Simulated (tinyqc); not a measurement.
Worked calculation: estimate of lattice thermal conductivity from elastic moduli (Slack, Klemens and Cahill formulas). Computed by tinyqc, a small Python program that keeps every step. Command: `OMP_NUM_THREADS=1 python tinyqc.py 3020346 3020347 out.jsonl slack walk`. One thread of a shared host (Intel(R) Xeon(R) Processor @ 2.30GHz), about 0.01 s of CPU time with the checks. Intermediate numbers are printed to about 6 digits and carried at full precision; extremes and crossings named in words are read from the listed rows.

An isotropic solid.

Inputs (values chosen for the exercise, for a model crystal):
```
quantity                      value        unit
bulk modulus B                 41.9         GPa
shear modulus G                9.28         GPa
volume per atom V              22.7  angstrom^3
mean atomic mass M             67.3           u
atoms per primitive cell n        2           -
temperature T                   400           K
disorder parameter Gamma    0.00065           -
grain size d                    770          nm
```

Grueneisen parameter: from the Poisson ratio.

Constants: u = 1.6605390666e-27 kg; hbar = 1.054571817e-34 J s; k_B = 1.380649e-23 J/K; h = 6.62607015e-34 J s.

## Velocities, Poisson ratio and Debye temperature

rho = M/V; vL = sqrt((B + 4G/3)/rho), vT = sqrt(G/rho); v_m = [(vL^-3 + 2 vT^-3)/3]^(-1/3); Poisson ratio sigma = (3B - 2G)/(6B + 2G); Theta = hbar v_m (6 pi^2/V)^(1/3)/k_B.

density rho = 4923.10 kg/m^3

vL = 3320.28 m/s

vT = 1372.95 m/s

v_m = 1553.54 m/s

Poisson ratio sigma = 0.396874

Debye temperature Theta = 163.352 K

## Grueneisen parameter

Empirical rule gamma = (3/2) (1 + sigma)/(2 - 3 sigma).

Grueneisen parameter gamma = 2.58879

## Conductivity of the perfect crystal

Slack, an estimate for T near or above Theta_a: kappa = A M Theta_a^3 delta n^(1/3)/(gamma^2 T) in W/(m K), with M in u, delta = V^(1/3) in angstrom, Theta_a = Theta n^(-1/3) and A = 2.43e-6/(1 - 0.514/gamma + 0.228/gamma^2).

acoustic Debye temperature Theta_a = 129.652 K

A = 2.90854e-06

kappa of the perfect crystal = 0.567715 W/(m K)

## Point defects and grains

High-temperature forms with the classical heat capacity. Klemens: kappa/kappa_0 = arctan(u)/u, u^2 = pi^2 Theta V Gamma kappa_0/(h v_m^2). Grains: 1/kappa_poly = 1/kappa + 1/(C v_m d/3), C = 3 k_B/(n V), the acoustic branches alone.

disorder scale u = 0.0918959

kappa with point defects = 0.566125 W/(m K)

grain-boundary limit = 363.782 W/(m K)

kappa of the polycrystal = 0.565245 W/(m K)

For small u the loss is about u^2/3 = 0.003. Grains remove a further 0 %.

## Minimum conductivity

Cahill minimum: kappa_min = (pi/6)^(1/3) k_B V^(-2/3) sum over L, T, T of v (T/Theta_i)^2 int_0^(Theta_i/T) x^3 e^x/(e^x - 1)^2 dx, Theta_i = Theta v_i/v_m (64 Gauss-Legendre points). Its high-temperature limit is (1/2) (pi/6)^(1/3) k_B V^(-2/3) (vL + 2 vT).

kappa_min = 0.412839 W/(m K)

its high-temperature limit = 0.421002 W/(m K)

kappa_poly/kappa_min = 1.36916

Caution: the estimate comes near or below kappa_min; the free path cannot fall under half a wavelength, so the true value levels off near kappa_min.

## All estimates against temperature

The formulas are those given above.

Kappa (W/(m K)):
```
T (K)  perfect crystal  with point defects  polycrystal   minimum
200            1.13543             1.12910      1.12561  0.390402
300            0.75695             0.75413      0.75257  0.406738
400            0.56771             0.56612      0.56525  0.412839
550            0.41288             0.41204      0.41158  0.416639
750            0.30278             0.30233      0.30208  0.418642
1000           0.22709             0.22683      0.22669  0.419671
1300           0.17468             0.17453      0.17445  0.420213
1700           0.13358             0.13349      0.13344  0.420540
```

The perfect crystal follows 1/T. With point defects the exponent stays at -1.00 (the strong-disorder limit is -1/2), and with grains from -0.99 to -1.00. The polycrystal estimate falls below the minimum from 550 K on, where it loses its meaning.

Checks made by the program: arctan(u)/u against the Debye integral of 1/(1 + u^2 y^2) (relative difference below 1e-10).
